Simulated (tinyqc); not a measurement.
Frequency dispersion of an accumulation capacitance by border traps, distributed model: two steps of the calculation.

Traps spread evenly through the insulator exchange electrons with the semiconductor by tunnelling, with tau(x) = t0 exp(2 ka x) at depth x from the interface. The admittance per area Y seen at depth x obeys dY/dx = -Y^2/(i w eps0 eox) + q Nb ln(1 + i w tau)/tau, with Y(0) = i w Cs and w = 2 pi f; the gate sees Y(tox) = G + i w C. Working variable y = Y/(i w), in uF/cm^2. Cox = eps0 eox/tox.

Values chosen for this exercise; permittivity close to that of zirconium oxide:

| symbol | value | unit | meaning |
|---|---|---|---|
| eox | 22.5 |  | relative permittivity of the insulator |
| tox | 7.7 | nm | insulator thickness |
| Cs | 1.6 | uF/cm^2 | semiconductor capacitance in accumulation |
| Nb | 1.3e20 | cm^-3 eV^-1 | density of border traps |
| ka | 4.8 | 1/nm | decay constant of the wave function in the insulator |
| t0 | 1e-11 | s | time constant of a trap at the interface |
| f | 1e6 | Hz | frequency |
| xe | 1.5 | nm | depth down to which the steps are taken |

Constants: q = 1.602176634e-19 C, eps0 = 8.8541878128e-14 F/cm where lengths are in cm. Results are converted to the units shown.

Task 1. Scales and lumped estimate. Cox; trap-free value 1/(1/Cox + 1/Cs); response depth d = ln(1/(w t0))/(2 ka), where w tau = 1; lumped estimate: all traps within d act as C_bt = q Nb d placed at d/2, so C = 1/{1/[1/(1/Cs + d/(2 eps0 eox)) + C_bt] + (tox - d/2)/(eps0 eox)}.

Find: Cox; trap-free C; d; C_bt; lumped C.

Result 1.

Cox = 2.5873 uF/cm^2
trap-free C = 0.98862 uF/cm^2
d = 1.0078 nm
C_bt = 2.0991 uF/cm^2
lumped C = 1.5719 uF/cm^2

The traps within reach amount to 1.31 Cs and lie in the first 13.1 % of the insulator.

Task 2. Capacitance and conductance at the gate. Beyond xe the traps are ignored, so 1/y(tox) = 1/y(xe) + (tox - xe)/(eps0 eox); C = Re y, G/w = -Im y, loss tangent G/(w C).

y at xe = 3.2957445-0.2882210i uF/cm^2

Find: y at the gate; C; G/w; loss tangent.

Result 2.

y at the gate = 1.6301-0.0701i uF/cm^2
C = 1.6301 uF/cm^2
G/w = 0.070102 uF/cm^2
loss tangent = 0.043005

Computed by the program tinyqc: `OMP_NUM_THREADS=1 python tinyqc.py 2202235 2202236 out.jsonl`, one thread of a shared Intel Xeon 2.30GHz, about 0.5 s for the whole run.
